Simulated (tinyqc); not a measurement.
Energy and delay of logic against supply voltage: energy and delay against supply voltage.

One expression serves below and above threshold: I(Vg) = Ik [ln(1 + exp((Vg - VT + dd V)/(al nf Vt)))]^al, with I_on = I(V) and I_off = I(0). Gate delay td = kd C V/I_on, clock period LD td. Per gate and cycle the switching energy is act C V^2 and the leakage energy I_off V LD td. No short-circuit current, no variation. Minima are sought above 0.09 V; below a few Vt gates no longer switch and the model has no meaning.

EDP = energy times td.

Parameters, values chosen for the exercise; values of the order met in logic technologies:
```
symbol,value,unit,meaning
T,358,K,temperature
VT,0.4,V,threshold voltage at zero drain bias
nf,1.13,,slope factor
dd,0.1,,barrier lowering per volt of supply
Ik,0.38,uA,specific current of a gate
al,1.78,,exponent of the current law
C,3.9,fF,load capacitance of a gate
kd,0.6,,delay factor
LD,30,,logic depth
act,0.01,,activity factor
```

Constants: q = 1.602176634e-19 C, kB = 1.380649e-23 J/K, Vt = kB T/q. Results are converted to the units shown.

Results:

| V (V) | I_on (uA) | I_off (nA) | td (ps) | switching (aJ) | leakage (aJ) | energy (aJ) | EDP (fJ ps) |
|---|---|---|---|---|---|---|---|
| 0.19 | 0.0015235 | 0.0067989 | 2.9184e5 | 1.4079 | 11.310 | 12.718 | 3711.4 |
| 0.3 | 0.039519 | 0.0093178 | 17763 | 3.5100 | 1.4896 | 4.9996 | 88.811 |
| 0.41 | 0.51502 | 0.012769 | 1862.8 | 6.5559 | 0.29258 | 6.8485 | 12.758 |
| 0.64 | 6.4471 | 0.024670 | 232.29 | 15.974 | 0.11003 | 16.084 | 3.7362 |
| 0.75 | 11.677 | 0.033796 | 150.29 | 21.938 | 0.11429 | 22.052 | 3.3143 |
| 0.86 | 18.235 | 0.046293 | 110.36 | 28.844 | 0.13181 | 28.976 | 3.1979 |
| 0.97 | 26.039 | 0.063398 | 87.169 | 36.695 | 0.16082 | 36.856 | 3.2127 |
| 1.09 | 35.910 | 0.089321 | 71.028 | 46.336 | 0.20746 | 46.543 | 3.3059 |
| 1.2 | 46.155 | 0.12227 | 60.838 | 56.160 | 0.26778 | 56.428 | 3.4329 |

Estimate the missing row, V = 0.52 V.

Computed row:

| V (V) | I_on (uA) | I_off (nA) | td (ps) | switching (aJ) | leakage (aJ) | energy (aJ) | EDP (fJ ps) |
|---|---|---|---|---|---|---|---|
| 0.52 | 2.4247 | 0.017497 | 501.84 | 10.546 | 0.13698 | 10.683 | 5.3609 |

With this row back in the table: td falls from 2.92e5 to 60.8 ps; the energy goes from 12.7 through a minimum of 5.00 (at V = 0.3 V among the rows listed) to 56.4 aJ and the EDP goes from 3710 through a minimum of 3.20 (at V = 0.86 V among the rows listed) to 3.43 fJ ps. The exact minima lie at V = 0.306 V for the energy and 0.895 V for the EDP. Going from 1.2 V to the energy minimum saves a factor of 11.3 in energy and costs a factor of 254 in delay. Below the minimum the leakage energy rises faster than the switching energy falls, because the clock period grows so steeply.

Computed by the program tinyqc: `OMP_NUM_THREADS=1 python tinyqc.py 2082096 2082097 out.jsonl`, one thread of a shared Intel Xeon 2.30GHz, about 0.01 s for the whole run.
